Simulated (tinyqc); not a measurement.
# Frequency dispersion of an accumulation capacitance by border traps, distributed model, step by step

tinyqc, about 0.5 s, one thread, Intel Xeon 2.30GHz (shared host): `OMP_NUM_THREADS=1 python tinyqc.py 2202111 2202112 out.jsonl` Printed values are rounded.

Traps spread evenly through the insulator exchange electrons with the semiconductor by tunnelling, with tau(x) = t0 exp(2 ka x) at depth x from the interface. The admittance per area Y seen at depth x obeys dY/dx = -Y^2/(i w eps0 eox) + q Nb ln(1 + i w tau)/tau, with Y(0) = i w Cs and w = 2 pi f; the gate sees Y(tox) = G + i w C. Working variable y = Y/(i w), in uF/cm^2. Cox = eps0 eox/tox.

Inputs (values chosen for the exercise); permittivity close to that of aluminium oxide:

| symbol | value | unit | meaning |
|---|---|---|---|
| eox | 8.51 |  | relative permittivity of the insulator |
| tox | 7.6 | nm | insulator thickness |
| Cs | 0.5 | uF/cm^2 | semiconductor capacitance in accumulation |
| Nb | 8e18 | cm^-3 eV^-1 | density of border traps |
| ka | 4.1 | 1/nm | decay constant of the wave function in the insulator |
| t0 | 4e-11 | s | time constant of a trap at the interface |
| f | 10000 | Hz | frequency |
| xe | 2.2 | nm | depth down to which the steps are taken |

Constants: q = 1.602176634e-19 C, eps0 = 8.8541878128e-14 F/cm where lengths are in cm. Results are converted to the units shown.

## Scales and lumped estimate

Cox; trap-free value 1/(1/Cox + 1/Cs); response depth d = ln(1/(w t0))/(2 ka), where w tau = 1; lumped estimate: all traps within d act as C_bt = q Nb d placed at d/2, so C = 1/{1/[1/(1/Cs + d/(2 eps0 eox)) + C_bt] + (tox - d/2)/(eps0 eox)}.

Cox = 0.991436 uF/cm^2
trap-free C = 0.332376 uF/cm^2
d = 1.57243 nm
C_bt = 0.201545 uF/cm^2
lumped C = 0.419826 uF/cm^2

The traps within reach amount to 0.403 Cs and lie in the first 20.7 % of the insulator.

## Midpoint steps through the active depth

In terms of y: dy/dx = -y^2/(eps0 eox) + s(x), s = q Nb ln(1 + z)/z, z = i w tau. 10 midpoint steps of h = xe/10: y_half = y + (h/2) y'(x, y), y(new) = y + h y'(x + h/2, y_half).

```
point,x (nm),s (uF/(cm^2 nm)),y (uF/cm^2)
0,0,0.128174+0.000000i,0.500000+0.000000i
1,0.22,0.128174-0.000001i,0.520591+0.000000i
2,0.44,0.128174-0.000006i,0.540565-0.000001i
3,0.66,0.128174-0.000036i,0.559918-0.000004i
4,0.88,0.128174-0.000219i,0.578649-0.000023i
5,1.1,0.128156-0.001331i,0.596756-0.000140i
6,1.32,0.127500-0.008024i,0.614220-0.000851i
7,1.54,0.109358-0.038642i,0.630236-0.004974i
8,1.76,0.037421-0.042966i,0.634591-0.015974i
9,1.98,0.006960-0.015151i,0.626557-0.021226i
10,2.2,0.001168-0.003840i,0.615920-0.022126i
```

## Capacitance and conductance at the gate

y at xe = 0.615920-0.022126i uF/cm^2

Beyond xe the traps are ignored, so 1/y(tox) = 1/y(xe) + (tox - xe)/(eps0 eox); C = Re y, G/w = -Im y, loss tangent G/(w C).

y at the gate = 0.427422-0.010648i uF/cm^2
C = 0.427422 uF/cm^2
G/w = 0.0106483 uF/cm^2
loss tangent = 0.0249128

A fine integration over the whole insulator gives C = 0.42763 and G/w = 0.01087 uF/cm^2; the coarse G/w is 2.0 % below that. The fine C is 29 % above the trap-free value, and the lumped estimate is 1.8 % below the fine result.
